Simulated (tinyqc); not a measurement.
Inside a calculation. Model: current of a Schottky diode by thermionic-emission-diffusion theory, and its read-back from I-V-T and C-V data. Computed by tinyqc, a small Python program that keeps every step. Command: `OMP_NUM_THREADS=1 python tinyqc.py 3016567 3016568 out.jsonl schottky walk`. One thread of a shared host (Intel(R) Xeon(R) Processor @ 2.30GHz), about 0.01 s of CPU time with the checks. Intermediate numbers are printed to about 7 digits and carried at full precision; extremes and crossings named in words are read from the listed rows.

Full ionisation, no tunnelling, no recombination current. V is the voltage across the junction itself, forward positive.

Inputs (values chosen for the exercise, modelled on n-type amorphous oxide):
```
quantity                                     value           unit
Richardson constant A*                        38.8   A/(cm^2 K^2)
effective density of states at 300 K, N_c  5.2e+18         1/cm^3
permittivity eps                                10              -
mobility mu                                     11     cm^2/(V s)
barrier without image force phi_0            0.817             eV
doping N                                   8.9e+15         1/cm^3
series resistance R_s                         0.26  milliohm cm^2
junction voltage V                             0.3              V
temperature T                                  250              K
```

Barrier: uniform.

Constants: k_B = 8.617333262e-05 eV/K; e = 1.602176634e-19 C; eps_0 = 8.8541878128e-12 F/m.

## Barrier at the given bias

N_c(T) = N_c (T/300 K)^(3/2); V_bi = phi_0 - (k_B T/e) ln(N_c(T)/N); surface field F = sqrt(2 e N (V_bi - V - k_B T/e)/(eps eps_0)); image lowering d_phi = sqrt(e F/(4 pi eps eps_0)); effective barrier phi = phi_0 - d_phi.

built-in voltage V_bi = 0.6856529 V

surface field F = 34.24576 kV/cm

image lowering = 22.20646 meV

effective barrier phi = 0.7947935 eV

## Current

Collection velocity v_R = A* T^2/(e N_c(T)); diffusion velocity v_D = mu F; J = e N_c(T) v_R/(1 + v_R/v_D) exp(-phi/k_B T) [exp(e V/k_B T) - 1]. Terminal voltage V + J R_s.

v_R = 3826219 cm/s

v_D = 376703.4 cm/s

current density J = 2.304415e-05 A/cm^2

terminal voltage = 0.3000000 V

v_D/v_R = 0.0985: drift and diffusion through the depletion layer limit the current.

## Read-back from the I-V curve

Ideality n = (e/k_B T)/(d ln J/dV) by a central difference of +/- 1 mV; J_0 = J exp(-e V/(n k_B T)); apparent barrier phi_IV = k_B T ln(A* T^2/J_0); a C-V plot gives phi_CV = phi_0, the mean without lowering.

ideality factor n = 1.044036

extrapolated J_0 = 3.714585e-11 A/cm^2

apparent barrier phi_IV = 0.8341042 eV

phi_CV - phi_IV = -17.10424 meV

n exceeds 1 because forward bias lowers the field, which weakens the image lowering and v_D.

## Temperature series and Richardson plot

A least-squares line of ln(J_0/T^2) against 1/(k_B T) gives a barrier (minus the slope) and a Richardson constant (exp of the intercept).

At the same junction voltage:
```
T (K)  1/k_B T (1/eV)         n  J_0 (A/cm^2)  phi_IV (eV)  ln(J_0/T^2)
200          58.02259  1.034649  2.782989e-15    0.8233053    -44.11189
250          46.41807  1.044036  3.714585e-11    0.8341042    -35.05909
300          38.68173  1.055997  2.201919e-08    0.8452915    -29.03892
350          33.15577  1.071749  2.194775e-06    0.8566750    -24.74530
400          29.01130  1.093429  7.196189e-05    0.8679627    -21.52230
450          25.78782  1.125227  1.135739e-03    0.8786082    -18.99897
```

barrier from the Richardson plot = 0.7787250 eV

Richardson constant from the plot = 2.939378 A/(cm^2 K^2)

From 200 to 450 K n goes from 1.035 to 1.125 and phi_IV from 0.823 to 0.879 eV. The plot returns 0.779 eV against phi_0 = 0.817 and a constant 0.0758 times the true A*: the diffusion step lowers the prefactor.

## Forward curve with series resistance

Terminal voltage V + J R_s; apparent ideality from neighbouring rows, (e/k_B T) dV_terminal/d ln J.

Forward curve; the last column belongs to the interval up to the next row:
```
V (V)    J (A/cm^2)  terminal voltage (V)  apparent n
0.161  4.584866e-08             0.1610000    1.034042
0.223  7.413864e-07             0.2230000    1.039265
0.285  1.182192e-05             0.2850000    1.046207
0.348  1.934733e-04             0.3480001    1.056271
0.410  2.950630e-03             0.4100008    1.072454
0.473  4.511732e-02             0.4730117    1.104517
0.535  6.146668e-01             0.5351598    1.210549
0.598  7.361792e+00             0.5999141           -
```

The resistance takes over where J R_s exceeds k_B T/e, at J = 82.9 A/cm^2, which these rows hardly reach.

Checks made by the program: v_D = mu F against the drift-diffusion integral over the parabolic barrier, a ratio 2 y Dawson(y) with y^2 = (V_bi - V)/(k_B T/e) - 1 (relative difference 3e-02).
